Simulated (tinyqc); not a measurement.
Inside a calculation. Model: Cabrera-Mott growth of a thin oxide under its own electric field. Computed by tinyqc, a small Python program that keeps every step. Command: `OMP_NUM_THREADS=1 python tinyqc.py 3000979 3000980 out.jsonl cabrera walk`. One thread of a shared host (Intel(R) Xeon(R) Processor @ 2.30GHz), about 0.01 s of CPU time with the checks. Intermediate numbers are printed to about 5 digits and carried at full precision; extremes and crossings named in words are read from the listed rows.

Electrons cross the film freely and set a fixed potential V across it; the field V/x lowers the barrier for ions entering the oxide.

Inputs (values chosen for the exercise, for a model metal):
```
quantity                     value        unit
barrier W                     1.44          eV
Mott potential V               1.7           V
ion charge number z              1           -
half jump distance b             1    angstrom
prefactor u0 = N Omega nu  1.1e+12  angstrom/s
temperature T                  300           K
starting thickness x0          2.5    angstrom
time t                      130000           s
```

Backward hops: ignored.

Constants: k_B = 8.617333262e-05 eV/K.

## Scales

u = u0 exp(-W/(k_B T)), X1 = z b V/(k_B T) with V in volts and k_B T in eV; dx/dt = u exp(X1/x).

u = 7.0869e-13 angstrom/s

X1 = 65.759 angstrom

## Field and rate at the start

Field E = V/x; the barrier is lowered by z b V/x.

field = 68 MV/cm

barrier lowering = 0.68 eV

rate = 0.18791 angstrom/s

## Thickness after time t

t(x) = int_(x0)^x dx / (dx/dt) by Gauss-Legendre quadrature (80 points on each side of (x0 + 2 x)/3), solved for x.

thickness x = 4.4229 angstrom

rate at time t = 2.0299e-06 angstrom/s

field at time t = 38.436 MV/cm

X1/x = 14.9: the field term still rules. Caution: the starting field or rate is formal: the first layers form as fast as oxygen arrives.

## Limiting thickness

Growth counts as stopped when u exp(X1/x) falls to 1e-5 angstrom/s: x_L = X1/ln(1e-5/u), defined while u is below that rate; the critical temperature is T_c = W/(k_B ln(u0/1e-5)).

limiting thickness x_L = 3.9945 angstrom

critical temperature T_c = 425.86 K

T is below T_c, so the rate is below that level in any film thicker than x_L; growth goes on there, ever more slowly.

## Growth over eight decades

Closed form for thin films (leading term of the integral): x solves (x^2/(u X1)) exp(-X1/x) = t.

Thickness:
```
t (s)     x (angstrom)  1/x (1/angstrom)  closed form (angstrom)
1.00e+00        2.6049           0.38389                  2.5616
1.00e+01        2.8071           0.35624                  2.7933
1.00e+02        3.0809           0.32458                  3.0690
1.00e+03        3.4171           0.29264                  3.4019
1.00e+04        3.8320           0.26096                  3.8110
1.00e+05        4.3547           0.22964                  4.3248
1.00e+06        5.0310           0.19877                  4.9865
1.00e+07        5.9361           0.16846                  5.8663
1.00e+08        7.2001           0.13889                  7.0830
```

Per decade of time the film gains 0.20 angstrom at first and 1.3 at the end. The inverse-logarithmic law predicts -X1 d(1/x)/d ln t near 1; the rows give 0.79 at first and 0.84 at the end. The closed form misses by at most 1.7 %.

Checks made by the program: quadrature against adaptive integration (relative difference below 1e-10).
